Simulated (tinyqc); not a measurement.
Worked calculation: self-consistent Fermi level with native defects, at growth and after a quench. Computed by tinyqc, a small Python program that keeps every step. Command: `OMP_NUM_THREADS=1 python tinyqc.py 3005144 3005145 out.jsonl scfermi walk`. One thread of a shared host (Intel(R) Xeon(R) Processor @ 2.30GHz), about 0.04 s of CPU time with the checks. Intermediate numbers are printed to about 6 digits and carried at full precision; extremes and crossings named in words are read from the listed rows.

Energies are counted from the top of the valence band (VBM); when the gap shrinks with temperature the conduction band moves and the levels stay. The added dopant is taken as fully ionised. D and A draw on one reservoir with opposite signs, as the two vacancies of a compound do.

Inputs (values chosen for the exercise, for a model semiconductor):
```
quantity                                value   unit
gap E_g at 300 K                         1.96     eV
slope -dE_g/dT above 300 K            0.00044   eV/K
electron mass m_e                       0.595    m_0
valleys M_c                                 3      -
hole mass m_h                            1.02    m_0
E_f of the neutral native donor D      0.7434     eV
E_f of the neutral native acceptor A    1.724     eV
shift s of the chemical potential       -0.21     eV
site density N_s                      3.6e+22  cm^-3
dopant density N_X                    8.7e+16  cm^-3
growth temperature T_g                   1130      K
temperature of use T                      300      K
```

Added shallow dopant: donor.

levels of D above the VBM, most positive state first (eV): 0.941

levels of A above the VBM, (0/-1) first (eV): 0.317  0.916

Constants: m_0 = 9.1093837015e-31 kg; k_B = 1.380649e-23 J/K; h = 6.62607015e-34 J s; k_B = 8.617333262e-05 eV/K.

## Formation energies at E_F = 0

E_f(D, 0) = input + s and E_f(A, 0) = input - s; E_f(q, E_F = 0) follows from the levels, eps(q/q-1) = E_f(q - 1) - E_f(q) at E_F = 0.

E_f(q, E_F = 0) (eV): D(+1) -0.4076, D(0) 0.5334, A(0) 1.9340, A(-1) 2.2510, A(-2) 3.1670

## Bands at growth

E_g(T) = E_g - slope x max(0, T - 300 K). N_c = 2 M_c (2 pi m_e k_B T/h^2)^(3/2) and N_v = 2 (2 pi m_h k_B T/h^2)^(3/2), masses in units of m_0. At growth T = T_g.

E_g(T_g) = 1.5948 eV

N_c(T_g) = 2.52583e+20 cm^-3

N_v(T_g) = 1.88977e+20 cm^-3

k_B T_g = 0.0973759 eV

## Charges across the gap at T_g

n = N_c F_1/2((E_F - E_g)/k_B T), p = N_v F_1/2(-E_F/k_B T). F_1/2(eta) = (2/sqrt(pi)) int_0^infinity sqrt(x)/(1 + exp(x - eta)) dx, by the trapezoid rule in t = sqrt(x) with step 0.02 up to t = 12 (for eta < -12 by exp(eta) - exp(2 eta)/2^(3/2)). In equilibrium c_q = N_s exp(-(E_f(q, 0) + q E_F)/k_B T). Net charge = p - n + sum q c_q + N_X; the log ratio is ln(positive charge/negative charge). Entries near or above N_s lie outside the dilute limit and only show that E_F cannot go there.

Densities (cm^-3):
```
E_F (eV)            n            p  charge on D  charge on A  log ratio
0.080     4.43022e+13  7.25997e+19  1.04086e+24  7.47905e+12    23.7241
0.319     5.15657e+14  7.04615e+18  8.94246e+22  8.73986e+13    18.8147
0.558     6.00196e+15  6.12690e+17  7.68283e+21  1.06415e+15    13.8993
0.797     6.98537e+16  5.26939e+16  6.60064e+20  1.87361e+16     8.9163
1.037     8.20594e+17  4.48130e+15  5.61294e+19  1.09931e+18     3.3770
1.276     9.43689e+18  3.85010e+14  4.82231e+18  1.31764e+20    -3.3590
1.515     9.72115e+19  3.30778e+13  4.14305e+17  1.76513e+22   -10.4745
```

## Equilibrium at growth

E_F is the root of the log ratio, by 50 bisections between -0.5 eV and E_g + 0.5 eV.

E_F at growth = 1.16125 eV

n at growth = 2.93102e+18 cm^-3

p at growth = 1.25093e+15 cm^-3

Defects at growth:
```
state  E_f (eV)    c (cm^-3)
D(+1)   0.75365  1.56682e+19
D(0)    0.53340  1.50435e+20
A(0)    1.93400  8.52511e+13
A(-1)   1.08975  4.96659e+17
A(-2)   0.84449  6.16437e+18
```

total D = 1.66103e+20 cm^-3

total A = 6.66111e+18 cm^-3

The largest part of the positive charge comes from charged D (99 %) and that of the negative charge from charged A (81 %). Caution: above about 2e19 cm^-3 defects interact, pair and form bands, which the dilute model leaves out.

## After the quench to T

After a quench the totals of D and A stay as grown, and each is shared among its charge states with weights exp(-(E_f(q, 0) + q E_F)/k_B T).

E_F after the quench = 1.00470 eV

n after the quench = 3091.04 cm^-3

p after the quench = 342.204 cm^-3

Frozen defects:
```
state    c (cm^-3)  share of its total
D(+1)  1.30265e+19         7.84240e-02
D(0)   1.53077e+20         9.21576e-01
A(0)   5.84565e+05         8.77579e-14
A(-1)  2.08763e+17         3.13406e-02
A(-2)  6.45235e+18         9.68659e-01
```

The material is semi-insulating, weakly n-type with 3090 carriers per cm^3. Carriers of the sign that the dopant should give amount to 3.6e-12 % of its density.

## Slow cooling against a quench

Each E_F by bisection; full equilibrium lets the defects form and vanish at every T.

Two histories (densities in cm^-3):
```
T (K)  E_F, equilibrium (eV)            n            p  all defects  E_F, frozen (eV)    n, frozen    p, frozen
960                  1.16876  4.64012e+17  1.08265e+14  6.23266e+19           1.14379  3.43185e+17  1.46414e+14
800                  1.17725  4.28775e+16  4.31575e+12  1.64951e+19           1.11169  1.65655e+16  1.11714e+13
630                  1.21664  1.72465e+15  1.45591e+10  2.00761e+18           1.07534  1.27764e+14  1.96531e+11
470                  1.30755  4.33335e+13  4.83254e+05  1.12150e+17           1.04107  6.01710e+10  3.48026e+08
300                  1.40737  1.79738e+10  5.88504e-05  4.35394e+16           1.00470  3.09104e+03  3.42204e+02
```

At 300 K equilibrium would leave 4.35e16 defects per cm^3 against 1.73e20 frozen in, and E_F differs by -0.403 eV. The majority density of the quenched sample is 1.7e-7 times the equilibrium one. Real samples lie between, set by the temperature at which diffusion stops.

Checks made by the program: neutrality at growth (relative difference below 1e-10).
